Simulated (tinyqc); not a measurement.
Worked calculation: band folding and unfolding in a supercell of a chain. Values are carried at full precision from step to step, so a last printed digit may differ when a step is redone from the rounded ones.

A chain with hopping -t and n = 5 sites a supercell. H(K) has v_j on the diagonal, -t between neighbours and -t exp(2 pi i K) on the bond that closes the cell (from the last site to the first of the next cell). The point K holds the n wave vectors k_m = (K + m)/n of the primitive zone, in 2 pi/a, m = 0 to n - 1, with E0 = -2t cos(2 pi k_m). The unfolding weight of a state c on k_m is |sum_j c_j exp(-2 pi i k_m j)|^2/n, j = 0 to n - 1.

Values chosen for the exercise:
- t = 1.18 eV (hopping)
- v = (0.791, 0.244, -0.64, -0.64, 0.244) eV (site energies in the supercell)
- Kq = 0.28 2 pi/(n a) (wave vector in the small zone)

## Folded levels and Fourier components

List k_m and E0; V_q = (1/n) sum_j v_j exp(-2 pi i q j/n) couples k_m to k_(m+q).

Folded band:

| m | k_m (2 pi/a) | E0 (eV) |
|---|---|---|
| 0 | 0.0560 | -2.2154 |
| 1 | 0.2560 | 0.0889 |
| 2 | 0.4560 | 2.2704 |
| 3 | 0.6560 | 1.3142 |
| 4 | 0.8560 | -1.4581 |

V_0, V_1, ... (eV): -0.0002  0.3955  0.0001

## Supercell Hamiltonian

Fill in H(K).

H (eV):
```
                1        2        3        4               5
1          0.7910  -1.1800        0        0  0.2211+1.1591i
2         -1.1800   0.2440  -1.1800        0               0
3               0  -1.1800  -0.6400  -1.1800               0
4               0        0  -1.1800  -0.6400         -1.1800
5  0.2211-1.1591i        0        0  -1.1800          0.2440
```

## Levels and unfolding weights

Diagonalise and project each state on the k_m.

levels (eV): -2.4435  -1.3580  0.0860  1.2381  2.4764

weights:
```
     level 1  level 2  level 3  level 4  level 5
m=0    0.832    0.137    0.031    0.000    0.000
m=1    0.021    0.012    0.931    0.012    0.025
m=2    0.000    0.001    0.033    0.100    0.866
m=3    0.002    0.019    0.002    0.870    0.108
m=4    0.146    0.831    0.003    0.019    0.001
```

The purest state keeps 93.1 % on one k and the most mixed (level 2) 83.1 %; rows and columns each add to one.

## Moments of the spectral function

For each k_m: mean sum_i W E_i and variance sum_i W E_i^2 less the mean squared. The mean must be E0 plus the average of v, and the variance that of v.

Moments:

| m | mean (eV) | variance (eV^2) |
|---|---|---|
| 0 | -2.216 | 0.313 |
| 1 | 0.089 | 0.313 |
| 2 | 2.270 | 0.313 |
| 3 | 1.314 | 0.313 |
| 4 | -1.458 | 0.313 |

The average of v is -0.0002 eV and its variance 0.3128 eV^2: the virtual crystal gives the mean, and the variance is the spread of weight over several levels that it leaves out.

## Checks

- Variance of the spectral function against the variance of v: they agree to 1e-10 or better.
- Levels for v = 0 against the folded band: they agree to 1e-10 or better.

tinyqc: `OMP_NUM_THREADS=1 python tinyqc.py 1450084 1450085 out.jsonl`; about 0.01 s, one thread, shared Intel(R) Xeon(R) Processor @ 2.30GHz.
